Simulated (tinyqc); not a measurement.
Six-transistor SRAM cell, nodal equations and margins: course of the iteration: node voltages in a read by Newton steps.

Two cross-coupled inverters (pull-down bn, pull-up bp) hold the nodes Q and QB; access transistors (ba, threshold VTn, gate on the word line at Vdd when selected) join them to the bit lines. Transistor (EKV form, voltages against the body): I = 2 n b Vt^2 [F(vp - Vs) - F(vp - Vd)] from drain to source, F(v) = ln^2(1 + exp(v/(2 Vt))), vp = (Vg - VT + sg |Vd - Vs|)/n. n-channel bodies are at 0; for the p-channel device all voltages are counted down from Vdd. b in uA/V^2 gives I in uA. For an access transistor the bit line is the drain and the node the source. In a read both bit lines are at Vdd. The cell is symmetric (no mismatch).

F1 = In(gate QB, drain Q) - Ip(gate QB, drain Q) - Ia(bit line, Q), F2 the same with Q and QB exchanged; J by central differences with +/- 1e-6 V; solve J d = -F, limit each component to +/- 0.15 V and add.

Stop when the largest change of (Q, QB) is below 1e-9 V, or after 30 iterations. The rule counts as met only at the stable state with Q low.

Parameters, values chosen for the exercise: temperature T = 400 K; supply voltage Vdd = 1 V; slope factor n = 1.41; drain-induced barrier lowering sg = 0.099; n-channel threshold VTn = 0.28 V; p-channel threshold (magnitude) VTp = 0.36 V; gain factor of the pull-down transistor bn = 870 uA/V^2; gain factor of the access transistor ba = 870 uA/V^2; gain factor of the pull-up transistor bp = 480 uA/V^2.

Constants: q = 1.602176634e-19 C, kB = 1.380649e-23 J/K, Vt = kB T/q. Results are converted to the units shown.

(Q, QB) at the start (V): Q 0.430000, QB 0.490000

Course of the iteration:
```
iteration     Q (V)  largest |change| of one entry (V)
1          0.457600                             0.0314
2          0.459375                            1.78e-3
3          0.459365                            1.53e-5
4          0.459365                           8.75e-10
```

Did this iteration meet its convergence test, and what does its course show?

No. The steps settle on Q = QB = 0.4594 V. There det J is negative, so this is the unstable balance point of the latch, not a stored state. A rerun from (0, Vdd) converges in 5 iterations to Q = 0.1779 V, QB = 0.9939 V.

Computed by the program tinyqc: `OMP_NUM_THREADS=1 python tinyqc.py 2340038 2340039 out.jsonl`, one thread of a shared Intel Xeon 2.30GHz, about 0.1 s for the whole run.
